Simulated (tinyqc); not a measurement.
What moves the results: Koster-Slater impurity in an sp3s* host. A value that a table varies takes the place of the one given here.

sp3s* tight binding, nearest neighbours only: anion (a) at 0, cation (c) at a/4 (1,1,1), orbitals s, px, py, pz, s* on each; k in units of 2 pi/a. With phases e_j = exp(i (pi/2) k.n_j) for n = (1,1,1), (1,-1,-1), (-1,1,-1), (-1,-1,1): g0 = (e1+e2+e3+e4)/4, g1 = (e1+e2-e3-e4)/4, g2 = (e1-e2+e3-e4)/4, g3 = (e1-e2-e3+e4)/4. The diagonal holds the levels Esa, Epa, Exa (s*) and Esc, Epc, Exc. Anion-cation block: <sa|sc> = Vss g0; <sa|xc> = Vsapc g1; <xa|sc> = -Vscpa g1; <xa|xc> = Vxx g0; <xa|yc> = <ya|xc> = Vxy g3, <xa|zc> = <za|xc> = Vxy g2, <ya|zc> = <za|yc> = Vxy g1; <s*a|xc> = Vxapc g1; <xa|s*c> = -Vpaxc g1; y and z take g2 and g3 in place of g1; s-s* and s*-s* vanish.

A defect on an anion site (a) shifts the s level there by Vs or the three p levels by Vp and leaves the rest. A level in the gap solves 1/Vs = G_s(E) (symmetry A1) or 1/Vp = G_p(E) (T2, threefold), with G(E) = (1/N^3) sum over k and bands of w/(E - e), where w is the weight of the state on the s orbital of that site, or the mean weight on its px, py, pz. Mesh: k = f1 (-1,1,1) + f2 (1,-1,1) + f3 (1,1,-1), f = (j + 1/2)/N, j = 0 to N - 1. Energies from the top of the valence band at Gamma; the s* orbital of the site is left as it is. An infinite shift removes the s or p orbitals, the model of the ideal vacancy: G(E) = 0.

Inputs chosen for the exercise (out of a larger set: near a published set for SiC; not measured data): p = (-8.436, 2.126, -4.829, 4.325, 9.582, 9.3, -12.459, 3.029, 5.891, 9.564, 9.16, 8.738, 4.44) eV (order Esa, Epa, Esc, Epc, Exa, Exc, Vss, Vxx, Vxy, Vsapc, Vscpa, Vxapc, Vpaxc); N = 4 (mesh); V = -13.6 eV (shift of the s level).

## Level against strength of the defect

Eg (smallest gap of the host) = 2.31537 eV

A dash: no level in the gap from 0 to Eg. The last row is the ideal vacancy.

Levels (eV above the valence band):

| shift (eV) | A1 | T2 |
|---|---|---|
| -40 | - | - |
| -20 | 0.614 | - |
| -12 | 1.174 | - |
| -8 | 1.564 | - |
| -5 | 1.906 | - |
| -3 | 2.140 | - |
| +3 | - | - |
| +5 | - | 0.108 |
| +8 | - | 0.584 |
| +12 | - | 1.059 |
| +20 | - | 1.567 |
| +40 | - | 1.978 |
| vacancy | - | 2.283 |

What can be read from the table?

A1: a level lies in the gap for the attractive shifts -3, -5, -8, -12 and -20 eV, and no repulsive one does; G has no zero in the gap, so there is no vacancy level there and a strong enough shift drives the level out through the far edge. T2: no attractive shift listed puts a level in the gap, but a level lies there for the repulsive +5, +8, +12, +20 and +40 eV; the vacancy level lies at 2.283 eV. A level passes the edges where the shift equals 1/G, a value that is sensitive to the mesh there: on this one 1/G(0) = -36.5 and 1/G(Eg) = -1.3 eV for s, 4.3 and -186.4 eV for p.

## Convergence with the mesh

The same level (G_s = 1/V) on meshes of growing size; a dash: no level from 0 to Eg.

Mesh:

| N | points | G_s(Eg/2) (1/eV) | level (eV) |
|---|---|---|---|
| 2 | 8 | -0.08154 | 1.0422 |
| 3 | 27 | -0.08201 | 1.0407 |
| 4 | 64 | -0.08203 | 1.0409 |
| 6 | 216 | -0.08203 | 1.0409 |
| 8 | 512 | -0.08203 | 1.0409 |

What can be read from the table?

Against N = 8, G at mid-gap is off by +0.00049 at N = 2 and 0.00000 1/eV at N = 6; the level moves by 0.0 meV from N = 6 to 8. Errors in G are magnified in the level by 1/|dG/dE|, and a level near a band edge needs the finest mesh, since the sum there is ruled by few points.

Computed by tinyqc, a small Python program: `OMP_NUM_THREADS=1 python tinyqc.py 1451581 1451582 out.jsonl` (the numbers bound the seed that draws the inputs); one thread of a shared host (Intel(R) Xeon(R) Processor @ 2.30GHz), about 0.04 s for the whole set of steps.
